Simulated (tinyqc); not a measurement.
MOSFET in the linear regime without short-channel effects, parameter extraction from computed curves: one step of the calculation.

Inversion charge Q = Cox n Vt W0(exp((Vg - VT)/(n Vt))), W0 the Lambert function and n = nf; u = Q/Cox; mobility mu = mu0/(1 + th1 u + th2 u^2); channel resistance Rch = (L - dL)/(W mu Q); Id = Vd/(Rch + Rsd/W). Cox = eps0 eox/tox. Small Vd, no channel-length or drain effects.

Question. Threshold and mobility at the peak transconductance. gm_i = (Id_(i+1) - Id_(i-1))/(Vg_(i+1) - Vg_(i-1)); at the point j of largest gm the tangent meets the axis at V_ext = Vg_j - Id_j/gm_j; field-effect mobility gm_j L/(W Cox Vd) with the drawn L.

Parameters, values chosen for the exercise; channel values of the order met in silicon transistors:
```
symbol,value,unit,meaning
eox,3.9,,relative permittivity of the gate insulator (close to silicon dioxide)
tox,1.2,nm,insulator thickness
mu0,180,cm^2/(V s),low-field mobility
VT,0.49,V,threshold voltage
W,1,um,gate width
L,0.043,um,drawn gate length
dL,0.005,um,drawn less effective length
Vd,0.025,V,drain voltage
```

Constants: eps0 = 8.8541878128e-14 F/cm where lengths are in cm. Results are converted to the units shown.

| point | Vg (V) | Id (uA) |
|---|---|---|
| 0 | 0.25 | 0.0039796622 |
| 1 | 0.37 | 0.19897707 |
| 2 | 0.49 | 5.4169958 |
| 3 | 0.61 | 20.651050 |
| 4 | 0.73 | 32.416902 |
| 5 | 0.85 | 39.896240 |
| 6 | 0.97 | 44.847295 |
| 7 | 1.09 | 48.314406 |
| 8 | 1.21 | 50.860483 |
| 9 | 1.33 | 52.802465 |

Give: gm; j; V_ext; field-effect mobility.

Answer.

| point | gm (uS) |
|---|---|
| 1 | 22.55 |
| 2 | 85.22 |
| 3 | 112.5 |
| 4 | 80.19 |
| 5 | 51.79 |
| 6 | 35.08 |
| 7 | 25.05 |
| 8 | 18.70 |

j = 3
V_ext = 0.4264 V
field-effect mobility = 67.24 cm^2/(V s)

V_ext is 64 mV below the model VT, and the mobility so found is 67 % below mu0 L/(L - dL) = 204 cm^2/(V s), the value for the drawn L; attenuation, series resistance and the slow approach of Q to a straight line all lower the peak gm.

Computed by the program tinyqc: `OMP_NUM_THREADS=1 python tinyqc.py 2210017 2210018 out.jsonl`, one thread of a shared Intel Xeon 2.30GHz, about 0.01 s for the whole run.
